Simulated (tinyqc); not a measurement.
Gap and superfluid density against temperature: BCS gap equation with a constant attraction inside the Debye window. Computed by tinyqc, a small Python program. Command: `OMP_NUM_THREADS=1 python tinyqc.py 3008702 3008703 out.jsonl bcs walk`. One thread of a shared host (Intel(R) Xeon(R) Processor @ 2.30GHz), about 0.01 s of CPU time with the checks.

Pairs attract with strength V for |xi| < k_B Theta; N(0) is the density of states for one spin. Energies are given as temperatures (E/k_B, in K) unless marked.

Inputs (values chosen for the exercise, modelled on titanium nitride): coupling N(0)V = 0.212; Debye temperature Theta = 551 K.

Solver: bisection.

Constants: k_B = 8.617333262e-05 eV/K.

Method:
- At T = 0 the gap equation 1/(N(0)V) = int_0^Theta d xi/sqrt(xi^2 + Delta^2) has the integral arcsinh(Theta/Delta), so Delta_0 = Theta/sinh(1/(N(0)V)); weak coupling gives 2 Theta exp(-1/(N(0)V)).
- Gap equation: 1/(N(0)V) = I(Delta, T) = int_0^Theta tanh(E/2T)/E d xi, E = sqrt(xi^2 + Delta^2); 64 Gauss-Legendre points in y with xi = max(Delta, T) sinh(y).
- T_c solves I(0, T_c) = 1/(N(0)V); the weak-coupling form is T_c = (2 e^C/pi) Theta exp(-1/(N(0)V)) with Euler's C = 0.5772157, and 2 Delta_0/T_c then tends to 2 pi e^-C = 3.528.
- Interpolation tanh(1.74 sqrt(T_c/T - 1)); near T_c, 1.74 sqrt(1 - T/T_c). Clean-limit superfluid fraction 1 - (1/2T) int_0^(40 T) cosh^-2(E/2T) d xi (64 points); two-fluid rule 1 - (T/T_c)^4.

T_c = 5.58669 K

Delta_0 = 9.85502 K

Reduced quantities:
```
T/T_c  Delta/Delta_0  tanh form  square-root form  superfluid fraction  two-fluid rule
0.10         1.00000    0.99994            1.6507              1.00000         0.99990
0.20         0.99988    0.99810            1.5563              0.99885         0.99840
0.30         0.99712    0.99022            1.4558              0.98177         0.99190
0.40         0.98504    0.97221            1.3478              0.92795         0.97440
0.50         0.95689    0.94023            1.2304              0.83408         0.93750
0.60         0.90701    0.88975            1.1005              0.70673         0.87040
0.70         0.82879    0.81411            0.9530              0.55378         0.75990
0.80         0.71106    0.70137            0.7782              0.38184         0.59040
0.90         0.52636    0.52267            0.5502              0.19599         0.34390
0.95         0.38033    0.37925            0.3891              0.09906         0.18549
0.98         0.24359    0.24358            0.2461              0.03986         0.07763
```

What follows from these numbers?

The tanh form misses the gap by at most about 0.017 (at T/T_c = 0.6); the square-root form is within 3 % only from T/T_c = 0.95. The gap keeps 99 % of Delta_0 up to T/T_c = 0.3, since quasiparticles are exponentially few. The two-fluid rule exceeds the BCS superfluid fraction most, by 0.21, at T/T_c = 0.8.
